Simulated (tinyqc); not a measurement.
Solubility, supersaturation, precipitation and gettering of an impurity in a silicon-like host: one step, computed by the program tinyqc. Command: `OMP_NUM_THREADS=1 python tinyqc.py 3000506 3000507 out.jsonl ripen walk`. One thread of a shared host (Intel(R) Xeon(R) Processor @ 2.30GHz), about 0.01 s of CPU time with the checks.

The wafer was saturated at T1 and is then held at T.

Question. Ham's law for sinks of fixed radius. tau0 = 1/(4 pi n r0 D); C_fixed(t) = C_eq + (C0 - C_eq) exp(-t/tau0). If all excess precipitates, the final radius is r_f = [r0^3 + 3 (C0 - C_eq)/(4 pi n C_p)]^(1/3), with tau_f = 1/(4 pi n r_f D).

Inputs (values chosen for the exercise, modelled on copper in silicon):
```
quantity                                   value    unit
temperature of saturation T1                1300       K
anneal temperature T                         807       K
sink density n                           1.8e+09  1/cm^3
initial sink radius r0                        93      nm
impurity density in the precipitate C_p  3.6e+22  1/cm^3
anneal time t                                2.5       s
```

D(T) = 1.163864e-05 cm^2/s

C_eq(T) = 4.021991e+14 1/cm^3

C0 = 1.218653e+18 1/cm^3

Give: tau0; C_fixed(t); final radius r_f; tau_f.

Answer.

tau0 = 0.4084 s

C_fixed(t) = 3.078e+15 1/cm^3

final radius r_f = 174.3 nm

tau_f = 0.2180 s

The sinks grow 1.9 times, so the fixed radius underrates the later rate. Caution: the barrier to homogeneous nucleation is below 35 k_B T for these inputs, so new precipitates would form and outnumber the fixed sinks assumed here.
